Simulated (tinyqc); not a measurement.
Punch-through p+-n junction, ionisation integral and breakdown: one step of the calculation.

A p+ layer at x < 0 and an n drift layer from x = 0 to L on an n+ substrate. Depletion approximation, built-in voltage neglected. Local ionisation coefficients alpha_n = an exp(-(bn/E)^mx), alpha_p = ap exp(-(bp/E)^mx). Electrons move towards +x, holes towards x = 0.

Question. Ionisation integrals by the trapezoid rule. G(x) = integral from 0 to x of (alpha_n - alpha_p); I_n = integral of alpha_n exp(-G) (electrons injected at x = 0), I_p = integral of alpha_p exp(G(end) - G) (holes injected at the far edge); M = 1/(1 - I). All integrals by the trapezoid rule on the grid.

```
point     x (um)  alpha_n (1/cm)  alpha_p (1/cm)
0       0.000000       296.69479       6143.4629
1       1.000000       112.87396       2769.3488
2       2.000000       36.890236       1101.4282
3       3.000000       9.9628795       374.31192
4       4.000000       2.1078579       104.01723
5       5.000000      0.32402382       22.213055
6       6.000000     0.032426127       3.3298079
7       7.000000    0.0017881438      0.30538884
8       8.000000    4.1653142e-5     0.013763417
9       9.000000    2.6092631e-7    2.1006452e-4
10     10.000000   1.9093464e-10    5.4597850e-7
11     11.000000   2.8958649e-15   5.8083991e-11
12     12.000000   1.2763394e-23   7.5005886e-18
```

Give: G; alpha_n exp(-G); I_n; I_p; M_n; M_p.

Answer.

```
point        G  alpha_n exp(-G) (1/cm)
0       0.0000                   296.7
1      -0.4252                   172.7
2      -0.6112                    68.0
3      -0.6827                    19.7
4      -0.7060                     4.3
5      -0.7122                     0.7
6      -0.7134                     0.1
7      -0.7136                     0.0
8      -0.7136                     0.0
9      -0.7136                     0.0
10     -0.7136                     0.0
11     -0.7136                     0.0
12     -0.7136                     0.0
```

I_n = 0.04137
I_p = 0.5066
M_n = 1.043
M_p = 2.027

tinyqc, about 0.1 s, one thread, Intel Xeon 2.30GHz (shared host): `OMP_NUM_THREADS=1 python tinyqc.py 2120140 2120141 out.jsonl`
